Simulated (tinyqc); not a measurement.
Two electrons on one impurity (helium-like model), step by step. Values are carried at full precision from step to step, so a last printed digit may differ when a step is redone from the rounded ones.

Units Ha* = 2 Ry m/eps^2 and a* = a0 eps/m. One electron is bound by Z^2/2. Two electrons in the singlet built from exp(-a r) and exp(-b r): S = 8 (ab)^(3/2)/(a + b)^3, h_aa = a^2/2 - Z a, h_bb alike, h_ab = S (ab/2 - Z (a + b)/2), J = ab (a^2 + 3ab + b^2)/(a + b)^3, K = 20 (ab)^3/(a + b)^5, E = (h_aa + h_bb + 2 S h_ab + J + K)/(1 + S^2). For a = b this is a^2 - 2 Z a + 5a/8. Real double donors are deeper, since the central cell is left out.

Constants: Ry = 13.60569312 eV; a0 (Bohr radius) = 0.5291772105 angstrom.

Parameters, chosen for this exercise (near those of impurities in cubic GaN; shifted at random, so the results belong to these values and not to a real crystal):
```
symbol  value         unit  meaning
m       0.206         m0    one mean mass
eps     9.2                 dielectric constant
Z       2.5                 effective charge (1: D- centre, 2: double donor; other values mimic a central cell)
ab      (2.94, 1.81)  1/a*  trial exponents a, b
```

## Units and equal orbitals

Give Ha*, a*, the best common exponent Z - 5/16, E = -(Z - 5/16)^2, and the binding of the second electron -Z^2/2 - E.

Ha* = 66.228 meV
a* = 23.63 angstrom
exponent = 2.1875
E with equal orbitals = -4.78516 Ha*
binding of the second electron = 109.95 meV

The first electron is bound by 207.0 meV, 1.88 times as much as the second.

## Unequal orbitals

Evaluate the integrals and E.

S, h_aa, h_bb, h_ab, J, K: [0.91632, -3.02820, -2.88695, -3.00260, 1.38452, 1.24635]

E = -4.77646 Ha*

This lies 0.0087 Ha* above the best equal-orbital value -(Z - 5/16)^2.

## The minimum over a and b

Give a, b, E, both binding energies and U, their difference.

a, b (1/a*): [2.742, 1.632]

E = -4.81195 Ha*

binding of the first and second electron (meV): [206.96, 111.72]

U = 95.24 meV

Letting one electron stay close and the other roam (decay lengths 9 and 14 angstrom) gains 1.77 meV.

## Checks

- Minimum for Z = 1 against the known -0.51330: both -0.51330.
- Minimum for Z = 2 against the known -2.87566: both -2.87566.

(tinyqc, `OMP_NUM_THREADS=1 python tinyqc.py 1252560 1252561 out.jsonl`, Intel(R) Xeon(R) Processor @ 2.30GHz, 1 thread, shared host, about 0.02 s.)
